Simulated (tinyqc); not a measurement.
Extended Hueckel theory, for H4-, step by step. The parameters take no account of the charge, which enters only through the electron count, and nothing here shows that the anion is bound. Computed by tinyqc, a small Python program that keeps every step (integrals from PySCF). Settings: charge = -1, K = 2.0, multiplicity = 2. Command: `OMP_NUM_THREADS=1 python tinyqc.py 23773 23774 out.jsonl` (the two numbers bound the seeds that draw the settings). One thread of a shared host (Intel(R) Xeon(R) Processor @ 2.60GHz), about 0.01 s of CPU time with the checks.

## Overlaps

Geometry (angstrom):
```
atom         x         y         z
H     0.000000  0.000000  0.000000
H     0.000000  0.000000  0.878000
H     0.000000  0.000000  2.065000
H     0.000000  0.000000  2.943000
```

Parameters chosen for this run:
```
element  shell  Slater exponent   H_ii (eV)
H           1s         1.300000  -13.600000
```

Slater orbitals, each expanded in six Gaussians scaled to its exponent.

overlap S:
```
          1H 1s     2H 1s     3H 1s     4H 1s
1H 1s  1.000000  0.544588  0.091758  0.018584
2H 1s  0.544588  1.000000  0.365519  0.091758
3H 1s  0.091758  0.365519  1.000000  0.544588
4H 1s  0.018584  0.091758  0.544588  1.000000
```

## Wolfsberg-Helmholz matrix

diagonal H_ii (eV): 1H 1s -13.600000, 2H 1s -13.600000, 3H 1s -13.600000, 4H 1s -13.600000

K = 2.000000

H_ij = K' S_ij (H_ii + H_jj)/2 for i != j (the diagonal keeps H_ii), with K' = 2.

H (eV):
```
            1H 1s       2H 1s       3H 1s       4H 1s
1H 1s  -13.600000  -14.812799   -2.495818   -0.505493
2H 1s  -14.812799  -13.600000   -9.942104   -2.495818
3H 1s   -2.495818   -9.942104  -13.600000  -14.812799
4H 1s   -0.505493   -2.495818  -14.812799  -13.600000
```

## Orbitals

valence electrons = 5

Solve H C = S C e through S^(-1/2); fill by pairs from the bottom, a degenerate level sharing its electrons equally; each orbital has its largest coefficient positive (the first on a tie).

orbital energies (eV): -19.855070  -16.680744  -1.659394  14.901354

occupations: 2.000000  2.000000  1.000000  0.000000

coefficients:
```
            MO1        MO2        MO3        MO4
1H 1s  0.315448   0.512388   0.770049  -0.705033
2H 1s  0.412949   0.352415  -0.588233   1.025072
3H 1s  0.412949  -0.352415  -0.588233  -1.025072
4H 1s  0.315448  -0.512388   0.770049   0.705033
```

sum of one-electron energies = -74.731024 eV

## Mulliken analysis

P = C n C^T; charge = valence electrons (H 1) minus the sum of (P S)_ii on the atom; overlap population = 2 sum P_ij S_ij between two atoms.

charges: 1H -0.363112, 2H -0.136888, 3H -0.136888, 4H -0.363112

Overlap populations:
```
pair      value
2-1    0.183750
3-1   -0.101592
3-2    0.320691
4-1    0.009921
4-2   -0.101592
4-3    0.183750
```
